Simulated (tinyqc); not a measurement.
Pressure series at fixed power: global model of a low-pressure process discharge: electron temperature, density, ion flux and ion energy. Computed by tinyqc, a small Python program. Command: `OMP_NUM_THREADS=1 python tinyqc.py 3110168 3110169 out.jsonl plasma walk`. One thread of a shared host (Intel(R) Xeon(R) Processor @ 2.30GHz), about 0.01 s of CPU time with the checks.

Maxwellian electrons with temperature T_e in eV, one positive ion, no negative ions, uniform bulk density n; rate constants have the Arrhenius form.

Inputs (values chosen for the exercise, of the order of those of an inductive discharge in a simple atomic gas):
```
quantity,value,unit
ion mass M,40,u
ionisation prefactor K0,2.5e-14,m^3/s
ionisation energy E_iz,12.2,eV
excitation prefactor X0,5.2e-15,m^3/s
excitation energy E_ex,11.4,eV
elastic rate constant K_el,7.2e-14,m^3/s
ion-neutral cross section,1.1e-18,m^2
gas temperature T_g,500,K
radius R,18,cm
height L,16,cm
absorbed power P,1700,W
```

Constants: k_B = 1.380649e-23 J/K; e = 1.602176634e-19 C; u = 1.6605390666e-27 kg; m_0 = 9.1093837015e-31 kg.

Method:
- n_g = p/(k_B T_g), lambda_i = 1/(n_g sigma), K_iz = K0 exp(-E_iz/T_e), h_L = 0.86/sqrt(3 + L/(2 lambda_i)), h_R = 0.8/sqrt(4 + R/lambda_i), A_eff = 2 pi R^2 h_L + 2 pi R L h_R and d_eff = pi R^2 L/A_eff follow p.
- Particle balance: K0 exp(-E_iz/T_e) n_g d_eff = u_B, u_B = sqrt(e T_e/M).
- E_c = E_iz + (X0 exp(-E_ex/T_e) E_ex + K_el (3 m_0/M) T_e)/K_iz; E_T = E_c + (5/2) T_e + (T_e/2) ln(M/(2 pi m_0)); n = P/(e u_B A_eff E_T); J = e h_L n u_B. Pressures without a root below 2 E_iz are left out.

Against pressure:
```
p (Pa),T_e (eV),E_c (eV),E_T (eV),n (1/cm^3),J (mA/cm^2)
0.1,4.8594,15.003,49.891,4.4398e+11,10.130
0.2,3.4655,15.201,40.082,7.5850e+11,12.827
0.5,2.4985,15.505,33.443,1.4204e+12,15.693
1.0,2.0522,15.794,30.529,2.2496e+12,17.379
2.0,1.7368,16.190,28.659,3.5276e+12,18.637
5.0,1.4414,17.140,27.489,6.2065e+12,19.519
10.0,1.2769,18.772,27.939,9.0863e+12,19.235
20.0,1.1462,22.658,30.888,1.2207e+13,17.414
```

T_e falls from 4.86 to 1.15 eV, n changes by a factor 27.5 and J by 1.72; in J = P h_L/(A_eff E_T), E_T changes by a factor 0.62 and is least at 5 Pa, between wall losses at high T_e and excitation losses at low T_e.

Extremes, crossings and ranges named in words are read from the listed rows.
